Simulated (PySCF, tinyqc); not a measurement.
RHF in the 3-21g basis, for H2, spin multiplicity 1, step by step. The lowest restricted solution is unstable here: a spin-polarised one lies 0.0067 hartree lower (PySCF). One step of it, computed by the program tinyqc.

Question. Iteration 2: building the Fock matrix. J_ij = sum D_kl (ij|kl), K_ij = sum D_kl (ik|jl); F = H + J - 0.5 K; E = tr D H + tr D J / 2 - 0.25 tr D K + E_nn.

D after iteration 1, order 1H 1s, 1H 2s, 2H 1s, 2H 2s:
$$\begin{pmatrix}
0.050753 & 0.147314 & 0.050753 & 0.147314 \\
0.147314 & 0.439469 & 0.147314 & 0.439469 \\
0.050753 & 0.147314 & 0.050753 & 0.147314 \\
0.147314 & 0.439469 & 0.147314 & 0.439469
\end{pmatrix}$$

core Hamiltonian H = T + V (hartree), order 1H 1s, 1H 2s, 2H 1s, 2H 2s:
$$\begin{pmatrix}
-0.566420 & -0.744503 & -0.156249 & -0.353651 \\
-0.744503 & -0.791204 & -0.353651 & -0.540578 \\
-0.156249 & -0.353651 & -0.566420 & -0.744503 \\
-0.353651 & -0.540578 & -0.744503 & -0.791204
\end{pmatrix}$$

Two-electron integrals (ij|kl) in chemists' order, unique and non-zero (hartree):
```
(11|11) 1.140145   (21|11) 0.611403   (21|21) 0.345152   (22|11) 0.626370
(22|21) 0.380329   (22|22) 0.482957   (31|11) 0.043149   (31|21) 0.025984
(31|22) 0.031799   (31|31) 0.003646   (32|11) 0.115436   (32|21) 0.073235
(32|22) 0.102705   (32|31) 0.011519   (32|32) 0.049201   (33|11) 0.394600
(33|21) 0.254119   (33|22) 0.376280   (33|31) 0.043149   (33|32) 0.221029
(33|33) 1.140145   (41|11) 0.221029   (41|21) 0.126135   (41|22) 0.141553
(41|31) 0.011519   (41|32) 0.033011   (41|33) 0.115436   (41|41) 0.049201
(42|11) 0.298314   (42|21) 0.184223   (42|22) 0.244317   (42|31) 0.020518
(42|32) 0.075347   (42|33) 0.298314   (42|41) 0.075347   (42|42) 0.149196
(43|11) 0.254119   (43|21) 0.163100   (43|22) 0.239258   (43|31) 0.025984
(43|32) 0.126135   (43|33) 0.611403   (43|41) 0.073235   (43|42) 0.184223
(43|43) 0.345152   (44|11) 0.376280   (44|21) 0.239258   (44|22) 0.345412
(44|31) 0.031799   (44|32) 0.141553   (44|33) 0.626370   (44|41) 0.102705
(44|42) 0.244317   (44|43) 0.380329   (44|44) 0.482957
```

nuclear repulsion = 0.39490837 hartree

Give: Coulomb J; exchange K; Fock matrix F; total energy of this density.

Answer.

Coulomb J (hartree), order 1H 1s, 1H 2s, 2H 1s, 2H 2s:
$$\begin{pmatrix}
1.1392 & 0.6893 & 0.0728 & 0.2748 \\
0.6893 & 0.8874 & 0.2748 & 0.5312 \\
0.0728 & 0.2748 & 1.1392 & 0.6893 \\
0.2748 & 0.5312 & 0.6893 & 0.8874
\end{pmatrix}$$

exchange K (hartree), order 1H 1s, 1H 2s, 2H 1s, 2H 2s:
$$\begin{pmatrix}
0.6029 & 0.6112 & 0.2951 & 0.4581 \\
0.6112 & 0.7388 & 0.4581 & 0.6435 \\
0.2951 & 0.4581 & 0.6029 & 0.6112 \\
0.4581 & 0.6435 & 0.6112 & 0.7388
\end{pmatrix}$$

Fock matrix F (hartree), order 1H 1s, 1H 2s, 2H 1s, 2H 2s:
$$\begin{pmatrix}
0.2714 & -0.3609 & -0.2310 & -0.3079 \\
-0.3609 & -0.2732 & -0.3079 & -0.3312 \\
-0.2310 & -0.3079 & 0.2714 & -0.3609 \\
-0.3079 & -0.3312 & -0.3609 & -0.2732
\end{pmatrix}$$

total energy of this density = -1.011174 hartree

This density is a damped mixture and is not idempotent.
